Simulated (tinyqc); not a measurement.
Inside a calculation. Method: tight binding, kagome lattice. One step of it, computed by the program tinyqc.

Question. Bloch Hamiltonian at k. H_AB = -t1 - t2 exp(-i k.a1), H_AC = -t1 - t2 exp(-i k.a2), H_BC = -t1 - t2 exp(i k.(a1 - a2)), H_CC = delta.

Parameters chosen for this model:
```
parameter     value                unit
t1         1.210000    eV, up triangles
t2         1.210000  eV, down triangles
delta      0.320000        eV on site C
```

k point k (fractions of the reciprocal vectors): [-0.090000, -0.270000]

Give: H(k) at k.

Answer.

H(k) at k (eV), order A, B, C:
```
[[0.000, -2.232-0.648i, -1.058-1.200i],
 [-2.232+0.648i, 0.000, -1.725-1.095i],
 [-1.058+1.200i, -1.725+1.095i, 0.320]]
```
